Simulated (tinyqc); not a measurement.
Haynes-Shockley experiment: drift, diffusion and decay of a minority-carrier pulse: one step, computed by the program tinyqc. Command: `OMP_NUM_THREADS=1 python tinyqc.py 3112843 3112844 out.jsonl haynes walk`. One thread of a shared host (Intel(R) Xeon(R) Processor @ 2.30GHz), about 0.01 s of CPU time with the checks.

A thin sheet of excess carriers is made at x = 0, t = 0 in a long uniform bar; injection is low, so the pulse moves with the minority mobility.

Question. Two distances. dn(x, t) = N0/sqrt(4 pi D t) exp(-(x - v t)^2/(4 D t) - t/tau). At fixed x the signal peaks where d ln(dn)/dt = 0: a t^2 + t/2 - x^2/(4 D) = 0 with a = v^2/(4 D) + 1/tau. Differences remove part of the bias: mu = (d2 - d)/(F (t_p2 - t_p)). The time-integrated signal is A(x) = (N0/u) exp(x (v - u)/(2 D)), u = sqrt(v^2 + 4 D/tau); the simple lifetime is tau = (t_p2 - t_p)/ln(A(d)/A(d2)).

Inputs (values chosen for the exercise, modelled on holes in n-type silicon in a lightly doped bar):

| quantity | value | unit |
|---|---|---|
| lifetime tau | 39 | microsecond |
| temperature T | 300 | K |
| field F | 34 | V/cm |
| distance d to the collector | 0.3 | cm |
| second distance d2 | 0.52 | cm |

drift velocity v = 15776 cm/s

D = 11.99533 cm^2/s

time of the peak t_p = 18.92150 microsecond

Give: t_p2; mobility from two distances; area ratio A(d)/A(d2); lifetime from areas.

Answer.

t_p2 = 32.83 microsecond

mobility from two distances = 465.1 cm^2/(V s)

area ratio A(d)/A(d2) = 1.429

lifetime from areas = 38.95 microsecond
